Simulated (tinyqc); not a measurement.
Harmonic frequencies on the RHF/sto-3g surface (energies and gradients from PySCF), for BeH2, spin multiplicity 1, step by step. One step of it, computed by the program tinyqc.

Question. One row of the Hessian: 3Hy. Displace 3Hy by +/-0.005 bohr; H(k, :) = (g(+) - g(-)) / (2 delta).

optimised positions (bohr):
```
            x          y          z
1Be  0.039062  -0.004392  -0.025818
2H   0.016947   2.433658  -0.079897
3H   0.061155  -2.442494   0.028236
```

gradient at +delta (hartree/bohr):
```
               x            y            z
1Be   0.00001034  -0.00119355   0.00002467
2H    0.00000020   0.00000538   0.00000080
3H   -0.00001054   0.00118817  -0.00002547
```

gradient at -delta (hartree/bohr):
```
               x            y            z
1Be  -0.00000949   0.00120726  -0.00002383
2H   -0.00000060  -0.00001265  -0.00000116
3H    0.00001009  -0.00119461   0.00002499
```

Give: row of the Hessian.

Answer.

row of the Hessian (hartree/bohr^2): 1Bex 0.001982, 1Bey -0.240080, 1Bez 0.004850, 2Hx 0.000080, 2Hy 0.001803, 2Hz 0.000196, 3Hx -0.002063, 3Hy 0.238278, 3Hz -0.005047
